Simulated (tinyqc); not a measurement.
# Scale length and length offset from two DIBL values

Question. DIBL = exp(-Le/(2 l)) + 2 exp(-Le/l) with Le = L - dL. Find l, dL and the drawn length for a DIBL of 100 mV/V.

DIBL at drawn lengths 28 and 49 nm (mV/V): 128.87262  19.151108

Solution. With e = exp(-Le/(2 l)), 2 e^2 + e = DIBL gives e and so Le/l at each length; Le/l is a straight line in L with slope 1/l.

l = 6.00 nm
dL = 1.10 nm
length for 100 mV/V = 30.6 nm

Numbers from tinyqc (`OMP_NUM_THREADS=1 python tinyqc.py 2002084 2002085 out.jsonl`; about 0.01 s on one thread of a shared Intel Xeon 2.30GHz).
